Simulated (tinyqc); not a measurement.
# Input admittance of a MOSFET at zero drain bias: distributed channel and distributed gate: two studies

Source and drain grounded, strong inversion, w = 2 pi f, Cox = eps0 eox/tox. The channel is an RC line of resistance 1/(mu Cox Vo) per square fed from both ends, so one finger has the intrinsic admittance y = i w Cox L tanh(g)/g per width, g = (1/2) sqrt(i w tau), tau = L^2/(mu Vo). The vertical resistance rv/L is in series with y, the overlaps 2 i w Cov in parallel: y_t = 1/(1/y + rv/L) + 2 i w Cov. The gate strip is a line of Rsh/L per length loaded by y_t, so a finger has Y = y_t Wf tanh(k)/k, k = (Wf/sd) sqrt(y_t Rsh/L); the device has Nf Y.

Parameters, values chosen for the exercise; values of the order met in silicon radio-frequency transistors:
```
symbol  value        unit                                                                 meaning
eox      7.68              relative permittivity of the gate insulator (close to silicon nitride)
tox       7.9          nm                                                     insulator thickness
L        0.77          um                                                          channel length
Wf        4.2          um                                                            finger width
Nf          1                                                                   number of fingers
mu        190  cm^2/(V s)                                                        channel mobility
Vo       0.43           V                                                          gate overdrive
Rsh       8.1  ohm/square                                            sheet resistance of the gate
rv        8.7    ohm um^2                                  vertical resistivity of the gate stack
sd          1                                       number of ends at which a finger is contacted
Cov      0.27       fF/um                             overlap and fringe capacitance on each side
f         9.5         GHz                                                               frequency
```

Constants: eps0 = 8.8541878128e-14 F/cm where lengths are in cm. Results are converted to the units shown.

Each table varies one quantity; the others keep the values above.

## Input impedance against frequency

Low-frequency limits, with c = Cox L and ct = c + 2 Cov: R_strip = Rsh Wf/(3 sd^2 L Nf), R_ch = (c/ct)^2 L/(12 mu Cox Vo Wf Nf), R_vert = (c/ct)^2 rv/(L Wf Nf), C = ct Wf Nf. Z = 1/(Nf Y) = R + 1/(i w C), Q = |Im Z|/R, far-point signal |1/cosh k|.

The same in every row: low-frequency R (ohm) = 202.8.

Input impedance against frequency:
```
f (GHz)	w tau	|k|	R (ohm)	C (fF)	Q	signal at the far point
0.1	0.04560	0.02891	202.8	30.10	260.7	1.000
0.3	0.1368	0.05007	202.8	30.10	86.91	1.000
0.7	0.3192	0.07647	202.8	30.10	37.25	0.9999
2	0.9119	0.1290	202.7	30.06	13.06	0.9994
5	2.280	0.2019	202.1	29.83	5.279	0.9963
10	4.560	0.2764	200.3	29.04	2.736	0.9875
40	18.24	0.4210	171.4	20.51	1.131	0.9454
100	45.60	0.5230	111.5	12.30	1.160	0.9199
300	136.8	0.7339	57.11	7.525	1.234	0.8624
```

R falls from 203 to 57.1 ohm and C falls from 30.1 to 7.53 fF. Q goes as f^(-1.00) between the first two rows and f^(0.06) between the last two, where w tau = 137 and |k| = 0.734. The low-frequency limits hold both R and C within 5 % up to f = 10 GHz among the rows.

## Effect of the gate overdrive

Same model as above.

Results:
```
Vo (V)	w tau	|k|	R (ohm)	low-frequency R (ohm)	C (fF)	Q	signal at the far point
0.2	9.313	0.2441	395.5	416.4	26.32	1.609	0.9847
0.35	5.322	0.2656	241.1	245.2	28.69	2.422	0.9870
0.5	3.725	0.2731	175.3	176.8	29.38	3.252	0.9896
0.65	2.866	0.2764	139.2	139.9	29.67	4.055	0.9914
0.95	1.961	0.2792	100.9	101.1	29.90	5.555	0.9936
1.1	1.693	0.2798	89.49	89.64	29.95	6.251	0.9943
1.25	1.490	0.2802	80.82	80.92	29.98	6.914	0.9949
```

Estimate the missing row, Vo = 0.8 V.

Computed row:
```
Vo (V)	w tau	|k|	R (ohm)	low-frequency R (ohm)	C (fF)	Q	signal at the far point
0.8	2.328	0.2782	116.5	116.9	29.81	4.824	0.9927
```

With this row back in the table: As Vo goes from 0.2 to 1.25, R falls from 395 to 80.8 ohm, C rises from 26.3 to 30.0 fF and Q rises from 1.61 to 6.91. Only the channel term depends on Vo.

Program tinyqc, `OMP_NUM_THREADS=1 python tinyqc.py 2262223 2262224 out.jsonl`; Intel Xeon 2.30GHz, shared host, one thread, about 0.01 s.
